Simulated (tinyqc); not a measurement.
Gamma, L and X subbands of a thin body with non-parabolic valleys, step by step. Values are carried at full precision from step to step, so a last printed digit may differ when a step is redone from the rounded ones.

Hard walls, flat band, c = hbar^2/2m0, energies from the bulk Gamma edge. For a valley at angle theta to the normal 1/m_z = cos^2/ml + sin^2/mt and m_d = sqrt(ml mt^2/m_z). Subband n starts at E_v + e with e (1 + a e) = c (n pi/t)^2/m_z, and its density-of-states mass is taken as m_d (1 + 2 a e), without further growth at higher in-plane energy. Groups are named by valley and degeneracy.

Constants: hbar^2/2m0 = 3.80998211 eV angstrom^2; kB = 8.617333262e-05 eV/K.

Values chosen for the exercise (near those of a thin InAs channel; the results hold for these values, not for the real material):
```
symbol  value           unit         meaning
face    110                          surface
mG      0.0265          m0           Gamma mass
aG      2.28            1/eV         Gamma non-parabolicity
EL      0.712           eV           L edge above Gamma
mL      (0.66, 0.051)   m0           L valleys (four, along <111>): ml, mt
EX      0.998           eV           X edge above Gamma
mX      (1.126, 0.155)  m0           X valleys (three, along <100>): ml, mt
aS      0.41            1/eV         non-parabolicity of L and X
t       88              angstrom     body thickness
Ns      6.9             x 1e12/cm^2  sheet density
T       300             K            temperature
eot     12              angstrom     equivalent oxide thickness
```

## Valley groups

List degeneracy, edge, m_z, m_d and a.

Groups:
```
group  g  E_v (eV)     m_z     m_d  a (1/eV)
G1     1     0.000  0.0265  0.0265      2.28
L2     2     0.712  0.1325  0.1138      0.41
L2'    2     0.712  0.0510  0.1835      0.41
X2     2     0.998  0.2725  0.3151      0.41
X1     1     0.998  0.1550  0.4178      0.41
```

## Subband edges

n = 1 to 8 for each group; list the ten lowest.

Subbands:
```
subband  g  E (eV)  DOS mass
G1 n=1   1  0.1391    0.0433
G1 n=2   1  0.3886    0.0735
G1 n=3   1  0.6590    0.1061
L2 n=1   2  0.7481    0.1172
L2' n=1  2  0.8038    0.1973
L2 n=2   2  0.8507    0.1268
G1 n=4   1  0.9357    0.1396
L2 n=3   2  1.0063    0.1413
X2 n=1   2  1.0157    0.3197
X1 n=1   1  1.0289    0.4284
```

The lowest subband is G1 n=1, 250 meV below G1 n=2; in the bulk the lowest valley is Gamma.

## Filling and quantum capacitance

n_i = g m/(2 pi c) kB T ln(1 + exp((EF - E_i)/kB T)), sum n_i = Ns (1e12/cm^2 = 1e-4/angstrom^2), c = hbar^2/2m0. Quantum capacitance Cq = 1602.176634 sum g m/(2 pi c) f_i in microfarad/cm^2 with f_i = 1/(1 + exp((E_i - EF)/kB T)); Cox = 34.5313/eot (one gate); C/Cox = Cq/(Cq + Cox), the centroid term left out.

Over the ten listed subbands, named by valley (G, L, X), degeneracy and number.

EF = 0.4350 eV

n_i in the order of the list (1e12/cm^2): [5.354, 1.546, 0.000, 0.000, 0.000, 0.000, 0.000, 0.000, 0.000, 0.000]

Cq = 7.12 microfarad/cm^2
Cox = 2.878 microfarad/cm^2
C/Cox = 0.712

EF lies 296 meV above the lowest edge; Gamma holds 100 % of the electrons. The low density of states costs 29 % of the gate capacitance.

## Checks

- Cq against the slope dNs/dEF by finite differences, microfarad/cm^2: both 7.12.

tinyqc: `OMP_NUM_THREADS=1 python tinyqc.py 1251561 1251562 out.jsonl`; about 0.03 s, one thread, shared Intel(R) Xeon(R) Processor @ 2.30GHz.
